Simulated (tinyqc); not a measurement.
## Length offset and series resistance from crossing lines

Problem. R_total = Rs + k (L - dL)/Vo with constant Rs, dL and k. Find k, dL and Rs.

R_total at (L, Vo) = (45, 0.44), (90, 0.44), (45, 0.95) and (90, 0.95), L in nm and Vo in V (ohm um): [660, 997.5, 515.05263, 671.36842]

Answer. At each overdrive R is a straight line in L with slope k/Vo; the two lines cross at L = dL, R = Rs.

k = 3.30 ohm um V/nm
dL = 9.00 nm
Rs = 390 ohm um

Numbers from tinyqc (`OMP_NUM_THREADS=1 python tinyqc.py 2282016 2282017 out.jsonl`; about 0.04 s on one thread of a shared Intel Xeon 2.30GHz).
